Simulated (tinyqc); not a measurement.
Implanted layer, carriers, mobility and sheet resistance: two steps of the calculation.

An n-type layer from the surface x = 0 to the junction xj, N(x) = N0 exp(-(x - Rp)^2/(2 sg^2)). Local neutrality (no depletion at surface or junction, no spilling of carriers), intrinsic carriers neglected, full ionisation of active dopants.

Inputs (values chosen for the exercise); values close to those of phosphorus in silicon over a p-type background: temperature T = 300 K; background doping of the opposite type Nb = 1.4e14 cm^-3; peak chemical concentration N0 = 4.4e19 cm^-3; mobility limit at high doping m1 = 69.7 cm^2/(V s); mobility limit at low doping, at 300 K m2 = 1400 cm^2/(V s); reference doping of the mobility law Nr = 9.43e16 cm^-3; exponent of the mobility law am = 0.705; temperature exponent of m2 bt = 2.2; solubility limit of active dopant Ns = 4.08e20 cm^-3; straggle after annealing sg = 86 nm; projected range Rp = 68 nm.

Constants: q = 1.602176634e-19 C. Results are converted to the units shown.

Task 1. Junction depth and local values. xj = Rp + sg sqrt(2 ln(N0/Nb)); 15 equal steps from 0 to xj. Active dopant A = min(N, Ns); n = A - Nb; mobility mu = m1 + (m2 (T/300 K)^(-bt) - m1)/(1 + ((A + Nb)/Nr)^am).

Give: xj; x; N; A; n; mu.

Result 1.

xj = 500.71 nm

```
point,x (nm),N (cm^-3),A (cm^-3),n (1e19 cm^-3),mu (cm^2/(V s))
0,0.00,3.2188e19,3.2188e19,3.2188,91.129
1,33.38,4.0576e19,4.0576e19,4.0575,87.945
2,66.76,4.3995e19,4.3995e19,4.3995,86.947
3,100.14,4.1032e19,4.1032e19,4.1032,87.804
4,133.52,3.2916e19,3.2916e19,3.2916,90.799
5,166.90,2.2712e19,2.2712e19,2.2712,96.978
6,200.28,1.3480e19,1.3480e19,1.3480,108.75
7,233.66,6.8813e18,6.8813e18,0.6881,131.33
8,267.05,3.0216e18,3.0216e18,0.3021,175.93
9,300.43,1.1412e18,1.1412e18,0.1141,265.32
10,333.81,3.7074e17,3.7074e17,0.0371,436.59
11,367.19,1.0360e17,1.0360e17,0.0103,712.50
12,400.57,2.4899e16,2.4899e16,0.0025,1024.9
13,433.95,5.1475e15,5.1475e15,0.0005,1245.7
14,467.33,9.1533e14,9.1533e14,0.0001,1346.2
15,500.71,1.4000e14,1.4000e14,0.0000,1378.4
```

The mobility runs from 86.9 to 1380 cm^2/(V s).

Task 2. Sheet quantities by the trapezoid rule. Dose = integral of N, carrier sheet density = integral of n, 1/Rs = q integral of n mu, mean mobility 1/(q Rs sheet density), Hall mobility (unit Hall factor) = integral of n mu^2 over integral of n mu, Hall sheet density = (integral of n mu)^2/integral of n mu^2; all from 0 to xj.

```
point,x (nm),N (cm^-3),n (1e19 cm^-3),mu (cm^2/(V s))
0,0.00000,3.2187823e19,3.2187683,91.129086
1,33.38067,4.0575573e19,4.0575433,87.945467
2,66.76134,4.3995436e19,4.3995296,86.946846
3,100.14201,4.1031794e19,4.1031654,87.804161
4,133.52268,3.2915715e19,3.2915575,90.799219
5,166.90335,2.2712032e19,2.2711892,96.978468
6,200.28402,1.3479649e19,1.3479509,108.74943
7,233.66469,6.8813098e18,0.6881170,131.33310
8,267.04536,3.0215761e18,0.3021436,175.93247
9,300.42603,1.1412108e18,0.1141071,265.32399
10,333.80670,3.7073888e17,0.0370599,436.58840
11,367.18737,1.0359536e17,0.0103455,712.49937
12,400.56804,2.4899026e16,0.0024759,1024.9361
13,433.94871,5.1474761e15,0.0005007,1245.7312
14,467.32938,9.1532692e14,0.0000775,1346.2362
15,500.71005,1.4e14,0.0000000,1378.3705
```

Give: dose; carrier sheet density; Rs; mean mobility; Hall mobility; Hall sheet density.

Result 2.

dose = 7.4223e14 cm^-2
carrier sheet density = 7.4222e14 cm^-2
Rs = 88.505 ohm/square
mean mobility = 95.014 cm^2/(V s)
Hall mobility = 103.74 cm^2/(V s)
Hall sheet density = 6.7978e14 cm^-2

Carriers make up 100 % of the dose. A Hall measurement weights the mobile tail, so its sheet density is 8.4 % below the true one.

Program tinyqc, `OMP_NUM_THREADS=1 python tinyqc.py 2110161 2110162 out.jsonl`; Intel Xeon 2.30GHz, shared host, one thread, about 0.01 s.
